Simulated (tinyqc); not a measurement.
## The weight eta from points of equal mobility

Question. If the mobility depends on E = q (Ndep + eta Ns)/(eps0 eps_r) alone, two points of equal mobility on its falling branch have equal E. Find eta and E.

Parameters, values chosen for the exercise:
- eps_r = 11.9 (relative permittivity of the semiconductor)

Constants: q = 1.602176634e-19 C, eps0 = 8.8541878128e-14 F/cm where lengths are in cm. Results are converted to the units shown.

Ndep at two body biases (cm^-2): [6.1084857e12, 9.6205502e12]
Ns at which the mobility is the same (cm^-2): [3.6e13, 2.7433989e13]

Solution. eta is the ratio of the differences of Ndep and Ns.

eta = 0.410
E = 3.17 MV/cm

Numbers from tinyqc (`OMP_NUM_THREADS=1 python tinyqc.py 2510029 2510030 out.jsonl`; about 0.01 s on one thread of a shared Intel Xeon 2.30GHz).
